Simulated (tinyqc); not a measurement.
# From one set of inputs to another, one input at a time

Model: pair-potential crystal by lattice sums. Computed by tinyqc, a small Python program. Command: `OMP_NUM_THREADS=1 python tinyqc.py 3027253 3027254 out.jsonl pairsum ladder`. One thread of a shared host (Intel(R) Xeon(R) Processor @ 2.30GHz), about 0.04 s of CPU time with the checks.

Energy per atom E = (1/2) sum over neighbours of phi(r); d is the nearest-neighbour distance.

The inputs printed are set A. Inputs not listed in the table keep their values of set A, so the rows need not describe a real material.

Inputs (values chosen for the exercise, for model atoms):

| quantity | value | unit |
|---|---|---|
| well depth eps | 0.133 | eV |
| pair minimum r0 | 3.41 | angstrom |
| cut-off r_c/r0 | 1.88 | - |
| repulsive exponent n | 9 | - |
| attractive exponent m | 6 | - |

Potential: Mie n-m. Structure: hcp.

Constants: 1 eV/angstrom^3 = 160.2176634 GPa.

Method:
- phi0(r) = eps [m (r0/r)^n - n (r0/r)^m]/(n - m); shifted-force cut-off: phi(r) = phi0(r) - phi0(r_c) - (r - r_c) phi0'(r_c) for r < r_c, zero beyond.
- Shells (distance in units of d, count): fcc 1.0000 (12), 1.4142 (6), 1.7321 (24), 2.0000 (12), 2.2361 (24), 2.4495 (8), 2.6458 (48), 2.8284 (6), 3.0000 (36), 3.1623 (24); hcp 1.0000 (12), 1.4142 (6), 1.6330 (2), 1.7321 (18), 1.9149 (12), 2.0000 (6), 2.2361 (12), 2.3805 (12), 2.4495 (6), 2.5166 (6), 2.5820 (12), 2.6458 (24), 2.7080 (6), 2.8868 (12), 3.0000 (12), 3.1091 (24), 3.1623 (12); bcc 1.0000 (8), 1.1547 (6), 1.6330 (12), 1.9149 (24), 2.0000 (8), 2.3094 (6), 2.5166 (24), 2.5820 (24), 2.8284 (24), 3.0000 (32); sc 1.0000 (6), 1.4142 (12), 1.7321 (8), 2.0000 (6), 2.2361 (24), 2.4495 (24), 2.8284 (12), 3.0000 (30), 3.1623 (24); diamond 1.0000 (4), 1.6330 (12), 1.9149 (12), 2.3094 (6), 2.5166 (12), 2.8284 (24), 3.0000 (16). Volumes per atom in d^3: fcc 0.70711, hcp 0.70711, bcc 0.76980, sc 1.00000, diamond 1.53960; hcp has the ideal c/a. Every shell inside the cut-off is summed.
- Equilibrium: dE/dd = 0 at the lowest minimum with d between 0.78 r0 and 1.45 r0; B = d^2 E''(d)/(9 Omega).
- Unrelaxed vacancy: removing an atom breaks its bonds (2|E|) and placing it on the surface returns |E|, so E_v = |E|.

Each row keeps all changes above it:

| input moved | from | to | equilibrium distance d (angstrom) | energy per atom (eV) | bulk modulus B (GPa) |
|---|---|---|---|---|---|
| set A | - | - | 3.3567 | -0.6947 | 31.118 |
| cut-off r_c/r0 | 1.88 | 2.74 | 3.2810 | -1.0684 | 43.877 |
| pair minimum r0 (angstrom) | 3.41 | 3.86 | 3.7140 | -1.0684 | 30.251 |
| repulsive exponent n | 9 | 8 | 3.6827 | -1.1041 | 28.815 |
| well depth eps (eV) | 0.133 | 0.197 | 3.6827 | -1.6354 | 42.681 |

Which inputs carry the difference?

Equilibrium distance d goes from 3.36 to 3.68, a factor 1.10 in all. The largest single move comes from pair minimum r0 (a factor 1.13), and cut-off r_c/r0 works against it (a factor 0.9775). Energy per atom goes from -0.695 to -1.64, -0.941 in all. The largest single move comes from well depth eps (-0.531). Bulk modulus B goes from 31.1 to 42.7, a factor 1.37 in all. The largest single move comes from well depth eps (a factor 1.48), and pair minimum r0 works against it (a factor 0.689). The single moves hold for this order of the switches; the total does not depend on the order.

Extremes, crossings and ranges named in words are read from the listed rows.
